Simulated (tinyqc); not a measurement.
Growth of a silicide layer between metal and silicon: linear-parabolic kinetics, ramp anneals and Kissinger analysis: one step, computed by the program tinyqc.

One compound layer of thickness x grows by diffusion through itself and reaction at an interface, dx/dt = 1/(2x/K + 1/v), until the metal is used up at x = a h.

Question. Geometry at full reaction. Silicon consumed b h, sheet resistance rho/(final thickness) with 1 micro-ohm cm/nm = 10 ohm; margin to the junction x_j - b h.

Inputs (values chosen for the exercise, modelled on CoSi2):
```
quantity                                value          unit
metal thickness h                          63            nm
silicon consumed per metal thickness b   3.64             -
silicide resistivity                       18  micro-ohm cm
junction depth x_j                         19            nm
```

final thickness = 221.76 nm

Give: silicon consumed; sheet resistance; margin to the junction.

Answer.

silicon consumed = 229.32 nm

sheet resistance = 0.81169 ohm/square

margin to the junction = -210.32 nm

The silicide would punch through the junction.
